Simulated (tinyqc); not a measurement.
Worked calculation: Hubbard chain of 4 sites. Computed by tinyqc, a small Python program that keeps every step. Settings: hopping = 1.86, U = 5.8, mixing = 0.5, iteration cap = 87. Command: `OMP_NUM_THREADS=1 python tinyqc.py 25512 25513 out.jsonl` (the two numbers bound the seeds that draw the settings). One thread of a shared host (Intel(R) Xeon(R) Processor @ 2.60GHz), about 0.2 s of CPU time with the checks. Later iterations appear only in the table of the cycle.

## Mean-field iteration 1

one-body matrix (hopping and site energies) (eV), lower triangle:
```
           1          2          3          4
1   0.330000
2  -1.860000  -0.620000
3   0.000000  -1.860000   0.430000
4   0.000000   0.000000  -1.860000  -0.220000
```

U = 5.800000 eV

electrons, up and down: 2  1

mixing = 0.500000

n(up) at the start (a guess, not normalised): 1 0.550000, 2 0.450000, 3 0.550000, 4 0.450000

n(down) at the start (a guess): 1 0.200000, 2 0.300000, 3 0.200000, 4 0.300000

H(up) = T + U n(down), H(down) = T + U n(up); fill the lowest levels; n(new) = n + mixing (n(out) - n); E = tr T (rho up + rho down) + U sum n_up n_down of the output.

levels, up (eV): -1.625581  0.318499  2.608915  4.418168

levels, down (eV): -0.264478  1.609168  4.222562  5.952747

energy = -4.350321 eV

n(up) after iteration 1: 1 0.505531, 2 0.495368, 3 0.518998, 4 0.480103

n(down) after iteration 1: 1 0.159916, 2 0.398043, 3 0.228801, 4 0.213239

## Mean-field iteration 2

As before.

levels, up (eV): -1.468116  0.131573  2.469622  4.586921

levels, down (eV): -0.197427  1.679217  4.111949  5.926260

energy = -4.525559 eV

n(up) after iteration 2: 1 0.514851, 2 0.478690, 3 0.472407, 4 0.534053

n(down) after iteration 2: 1 0.146470, 2 0.429113, 3 0.254337, 4 0.170080

## Mean-field iteration 3

As before.

levels, up (eV): -1.427813  0.038086  2.426951  4.682776

levels, down (eV): -0.277688  1.793027  4.167342  5.837319

energy = -4.592856 eV

n(up) after iteration 3: 1 0.527105, 2 0.458525, 3 0.430067, 4 0.584302

n(down) after iteration 3: 1 0.136674, 2 0.451391, 3 0.275387, 4 0.136548

## Convergence

Each step fills the lowest levels of T + U n(other spin) and sets n(new) = n + mixing (n(out) - n); stop when output and input agree to 1e-8.

Course of the cycle:
```
iteration       E (eV)  largest |n(out) - n(in)|  mean |n_up - n_down|
1          -4.35032111                  1.96e-01              0.250000
2          -4.52555897                  1.08e-01              0.250000
3          -4.59285636                  1.00e-01              0.267654
4          -4.63606074                  8.50e-02              0.281442
5          -4.66236753                  6.75e-02              0.291539
6          -4.67791936                  5.15e-02              0.306627
7          -4.68698994                  3.83e-02              0.322691
8          -4.69224185                  2.80e-02              0.334839
9          -4.69526578                  2.08e-02              0.343996
10         -4.69699798                  1.57e-02              0.350881
11         -4.69798555                  1.18e-02              0.356051
...                ...                       ...                   ...
77         -4.69927542                  3.97e-07              0.371735
78         -4.69927542                  3.55e-07              0.371735
79         -4.69927542                  3.17e-07              0.371735
80         -4.69927542                  2.83e-07              0.371735
81         -4.69927542                  2.53e-07              0.371735
82         -4.69927542                  2.26e-07              0.371736
83         -4.69927542                  2.02e-07              0.371736
84         -4.69927542                  1.80e-07              0.371736
85         -4.69927542                  1.61e-07              0.371736
86         -4.69927542                  1.44e-07              0.371736
87         -4.69927542                  1.28e-07              0.371736
```

Not converged within 87 iterations: the residual falls steadily but slowly, by a factor of about 0.89 a step. The lowest mean-field energy found from random starts is -4.69928 eV. Reruns (cap 100 unless said): mixing 0.2: not converged; mixing 0.9: converged in 61 (E = -4.69928); the original settings with a cap of 400: converged in 110 (E = -4.69928).

## Exact diagonalisation (24 states)

Lowest levels of the sector, and the double occupancy of the lowest state.

lowest levels (eV): -5.319430  -3.930601  -3.076886  -3.028313  -1.952025  -1.288987

double occupancy per site = 0.055573

## The lowest level by Lanczos steps

From a random start vector (not printed): a_j = <q_j|H|q_j>, b_j = norm of the remainder after orthogonalising; the Ritz value is the lowest eigenvalue of the tridiagonal matrix of a and b so far.

Lanczos:
```
j   a_j (eV)  b_j (eV)  lowest Ritz value (eV)
1   2.729995  5.823095              2.72999527
2   0.613126  3.323838             -4.24694603
3   3.941327  3.494035             -5.00532420
4   1.584048  4.302773             -5.18203308
5   4.167017  3.768730             -5.27024585
6   2.487925  3.525922             -5.30394694
7   3.863426  4.112600             -5.31433506
8   5.169888  4.083242             -5.31741340
9   1.312292  3.550191             -5.31879854
10  4.806292  3.322986             -5.31931593
```
